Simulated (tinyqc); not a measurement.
Surface photovoltage measurement of the minority-carrier diffusion length in a wafer. Changing the diffusion length L. Computed by tinyqc, a small Python program. Command: `OMP_NUM_THREADS=1 python tinyqc.py 3130514 3130515 out.jsonl spv sweep`. One thread of a shared host (Intel(R) Xeon(R) Processor @ 2.30GHz), about 0.02 s of CPU time with the checks.

Low injection, steady light, a depletion layer much thinner than 1/alpha and L. The excess density dn is taken at the front edge of the neutral region; light that reaches the back is lost.

Inputs (values chosen for the exercise, modelled on p-type silicon at room temperature):

| quantity | value | unit |
|---|---|---|
| wafer thickness W | 775 | micrometre |
| diffusivity D | 32.8 | cm^2/s |
| front recombination velocity S_f | 300 | cm/s |
| back recombination velocity S_b | 160000 | cm/s |
| photon flux entering | 6.3e+11 | 1/(cm^2 s) |
| minority density at the surface barrier scale n_0 | 1.3e+08 | 1/cm^3 |
| temperature T | 298 | K |
| wavelength | 910 | nm |
| relative noise of each reading | 0 | % |

normal deviates g for the noise: -0.95  -2.24  -1.69  0.10  -0.93  0.28  0.98

Constants: k_B = 8.617333262e-05 eV/K.

Method:
- alpha = (84.732/lambda - 76.417)^2 per cm with lambda in micrometre (an empirical fit for silicon between 0.7 and 1.05 micrometre).
- Thick wafer: dn = Phi L/((S_f + D/L)(L + 1/alpha)). Finite wafer, with s = S_b L/D, w = W/L, a = alpha L: dn = [Phi a/(a^2 - 1)] [a - B - exp(-alpha W)(a - s)/(cosh w + s sinh w)]/(S_f + B D/L), B = (sinh w + s cosh w)/(cosh w + s sinh w).
- Photovoltage V = (k_B T/e) ln(1 + dn/n_0). Lifetime = L^2/D.
- Readings y = (Phi/dn) (1 + noise x g) at 780, 830, 880, 920, 950, 975 and 995 nm; a least-squares line y = c (1/alpha + L_app) gives L_app = intercept/slope.

One run for each value:

| diffusion length L (micrometre) | apparent length L_app (micrometre) | error of L_app (rounded to 0.001) (%) | dn, finite wafer (1/cm^3) | B |
|---|---|---|---|---|
| 8 | 8.00 | 0 | 2.7812e+06 | 1.0000 |
| 15 | 15.00 | 0 | 8.3793e+06 | 1.0000 |
| 29 | 29.00 | 0 | 2.4255e+07 | 1.0000 |
| 54 | 54.00 | 0 | 5.9384e+07 | 1.0000 |
| 100 | 100.00 | -2.0000e-03 | 1.2951e+08 | 1.0000 |
| 190 | 189.46 | -2.8200e-01 | 2.6137e+08 | 1.0006 |
| 370 | 346.93 | -6.2360e+00 | 4.7173e+08 | 1.0304 |
| 700 | 505.77 | -2.7747e+01 | 6.6996e+08 | 1.2436 |
| 1300 | 592.85 | -5.4396e+01 | 7.7537e+08 | 1.8676 |
| 2500 | 626.64 | -7.4935e+01 | 8.1579e+08 | 3.3202 |

Over the rows, apparent length L_app (micrometre) rises from 8.00 to 627 (exponent d ln y / d ln x 1.0 between the first rows and 0.085 between the last); error of L_app (rounded to 0.001) (%) falls from 0 to -74.9, flat over part of the range; dn, finite wafer (1/cm^3) rises from 2.78e6 to 8.16e8 (exponent d ln y / d ln x 1.8 between the first rows and 0.078 between the last).

Extremes, crossings and ranges named in words are read from the listed rows.
